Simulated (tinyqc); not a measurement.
Inside a calculation: Wannier exciton and Elliott formula. Values are carried at full precision from step to step, so a last printed digit may differ when a step is redone from the rounded ones.

Constants: Ry = 13.60569312 eV; a0 (Bohr radius) = 0.5291772105 angstrom; hbar^2/2m0 = 3.80998211 eV angstrom^2; kB = 8.617333262e-05 eV/K; e/hbar = 1.519267448e-05 1/(T angstrom^2); muB = 5.788381798e-05 eV/T.

Values chosen for the exercise (near those of CdTe; the results hold for these values, not for the real material):
```
symbol  value  unit         meaning
me      0.1    m0           electron mass
mh      0.314  m0           hole mass
eps     10                  dielectric constant
Eg      1.643  eV           gap
N       0.22   x 1e16/cm^3  density of pairs
T       150    K            temperature
B       3.8    T            magnetic field
```

## Exciton units

1/mu = 1/me + 1/mh, Ry* = Ry mu/eps^2, a* = a0 eps/mu.

mu = 0.07585 m0
Ry* = 10.319 meV
a* = 69.77 angstrom

## Hydrogen-like series

Binding Ry*/n^2 in three dimensions and Ry*/(n - 1/2)^2 in two; strengths relative to n = 1 go as 1/n^3 and (1/2)^3/(n - 1/2)^3. Lines at Eg less the binding.

Series:
```
n  3D binding (meV)  3D line (eV)  3D strength  2D binding (meV)  2D line (eV)  2D strength
1             10.32        1.6327       1.0000             41.28        1.6017       1.0000
2              2.58        1.6404       0.1250              4.59        1.6384       0.0370
3              1.15        1.6419       0.0370              1.65        1.6413       0.0080
4              0.64        1.6424       0.0156              0.84        1.6422       0.0029
```

## Free pairs and excitons

Saha balance n^2/n_x = K = (mu kB T/(4 pi c))^(3/2) exp(-Ry*/kB T) with n + n_x = N, 1s excitons only, equal spin counts for excitons and free pairs; free share f = 2/(1 + sqrt(1 + 4N/K)); c = hbar^2/2m0, Ry* = Ry mu/eps^2, 1/mu = 1/me + 1/mh, 1/angstrom^3 = 1e24/cm^3.

Give K and f.

K = 4.170 x 1e16/cm^3
free share = 0.9522

N a*^3 = 0.00075, below the Mott range of about 0.01 to 0.02.

## Diamagnetic shift

For the 1s state dE = (e B)^2 <x^2 + y^2>/(8 mu m0) = c ((e/hbar) B)^2 a*^2/(2 mu), c = hbar^2/2m0; it holds while gamma = muB B/(mu Ry*) is small.

dE = 0.4075 meV
gamma = 0.281

gamma is moderate, so the quadratic form is some per cent too high.

## Checks

- 1s binding from the radial equation by finite differences against Ry*, meV: both 10.32.

Program tinyqc; command `OMP_NUM_THREADS=1 python tinyqc.py 1250056 1250057 out.jsonl`; about 0.01 s on one thread of a shared Intel(R) Xeon(R) Processor @ 2.30GHz.
